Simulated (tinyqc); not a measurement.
## Mobility and doping from two currents

Question. A trap-free film with injecting contacts is fitted, with diffusion neglected, by J = q mu N V/Lf + (9/8) eps0 eps_r mu V^2/Lf^3. Find mu, N and the voltage at which both terms are equal.

Inputs (values chosen for the exercise):
```
symbol,value,unit,meaning
eps_r,11.6,,relative permittivity
Lf,660,nm,film thickness
```

Constants: q = 1.602176634e-19 C, eps0 = 8.8541878128e-14 F/cm where lengths are in cm. Results are converted to the units shown.

J at 2.8 and 20 V (A/cm^2): [0.29133922, 5.2608963]

Solution. J/V is a straight line in V: the slope gives mu and the intercept mu N.

mu = 0.00230 cm^2/(V s)
N = 1.40e16 cm^-3
crossover voltage = 8.46 V

Computed by the program tinyqc: `OMP_NUM_THREADS=1 python tinyqc.py 2730010 2730011 out.jsonl`, one thread of a shared Intel Xeon 2.30GHz, about 0.06 s for the whole run.
